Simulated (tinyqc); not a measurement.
Absorber share: periodic multilayer mirror for extreme ultraviolet light.

s polarisation, vacuum above. q_j = sqrt(N_j^2 - sin^2 theta); interface r_jk = (q_j - q_k)/(q_j + q_k) exp(-2 (2 pi/lam)^2 q_j q_k sg^2) (Nevot-Croce; sg = 0 if not given); phase factor of a layer x_j = exp(4 pi i q_j d_j/lam). Each period has the spacer (thickness (1 - Gm) L) on top of the absorber (Gm L). In this recursion R is the amplitude; R in tables and results is the reflectance, its squared modulus. The substrate is of the spacer material. Starting with R = 0 in it, each interface upward gives R -> (r + R x)/(1 + r R x), x that of the layer below the interface (1 for the substrate).

Parameters, chosen for this exercise (optical constants near those of Mo and Si at 13.5 nm; shifted at random, so the results belong to these values and not to a real crystal): lam = 13.5 nm (wavelength); dA = (0.0738, 0.00593) (delta and beta of the absorber, N = 1 - delta + i beta); dS = (0.0008, 0.00169) (delta and beta of the spacer and the substrate); theta = 9 degrees (angle from the normal); sg = 0.4 nm (interface roughness); Np = 40 (periods).

For each Gm the period is set so that lam_B = 2 L Re(mean q) equals lam - 0.09 nm.

Results:
```
Gm    L (nm)      R
0.15   6.871  0.456
0.20   6.898  0.583
0.25   6.924  0.656
0.30   6.950  0.696
0.35   6.977  0.715
0.40   7.004  0.722
0.45   7.031  0.720
0.50   7.059  0.711
0.60   7.114  0.673
0.70   7.170  0.595
```

The largest value listed is 0.722 at 0.4. The contrast of a period goes as sin(pi Gm) and is largest at 0.5, while the loss grows with Gm; R is 0.711 at 0.5, 0.696 at 0.3 and 0.595 at 0.7. Absorption pulls the best share below 0.5.

(tinyqc, `OMP_NUM_THREADS=1 python tinyqc.py 1651495 1651496 out.jsonl`, Intel(R) Xeon(R) Processor @ 2.30GHz, 1 thread, shared host, about 0.01 s.)
